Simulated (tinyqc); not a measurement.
Composition and strain of an epitaxial Si(1-x)Ge(x) layer from Raman and X-ray peaks. From a_perp back to Ge fraction x. Computed by tinyqc, a small Python program. Command: `OMP_NUM_THREADS=1 python tinyqc.py 3013294 3013295 out.jsonl epiraman inv`. One thread of a shared host (Intel(R) Xeon(R) Processor @ 2.30GHz), about 0.01 s of CPU time with the checks.

A (001) layer, biaxially strained in the plane. The Raman peaks follow empirical lines omega = w0 + c1 x + c3 x^3 + b eps (c3 for Si-Ge alone), with eps the in-plane strain.

Inputs (values chosen for the exercise, modelled on silicon-germanium):
```
quantity                value      unit
degree of relaxation R   0.78         -
lattice constant of Si  5.431  angstrom
lattice constant of Ge  5.658  angstrom
bowing B                0.026  angstrom
2 C12/C11 of Si         0.774         -
2 C12/C11 of Ge         0.747         -
```

Substrate: silicon.

Method. Relaxed lattice constant a(x) = a_Si + (a_Ge - a_Si) x - B x (1 - x). In-plane constant a_par = a_sub + R (a(x) - a_sub); eps = a_par/a(x) - 1; eps_perp = -(2 C12/C11) eps with 2 C12/C11 linear in x; a_perp = a(x) (1 + eps_perp).

Problem. A run gave the result below. Find the Ge fraction x, known to lie between 0.38 and 0.9.

a_perp = 5.614297 angstrom

Solution.

Each step takes the trial c = (a f_b - b f_a)/(f_b - f_a), f being the result less the target and a, b, c the logarithms of the listed values; c replaces end b, the old b replaces a if the sign of f changed, and otherwise f_a is halved.

Scan of the range:
```
Ge fraction x  a_perp (angstrom)
0.380                    5.52460
0.439                    5.53989
0.507                    5.55775
0.585                    5.57858
0.675                    5.60305
0.780                    5.63219
0.900                    5.66627
```

False position (Illinois rule, in the logarithm of the input) inside the bracket:
```
step     end a     end b     trial  a_perp (angstrom)
1     0.675000  0.780000  0.713740            5.61373
2     0.780000  0.713740  0.715701            5.61427
3     0.780000  0.715701  0.715892            5.61432
4     0.715701  0.715892  0.715801            5.61430
```

a_perp rises at every point of a 13-point scan of the range (every second point is shown), so one value fits; it is bracketed by 0.675 and 0.780. Answer: Ge fraction x = 0.7158.
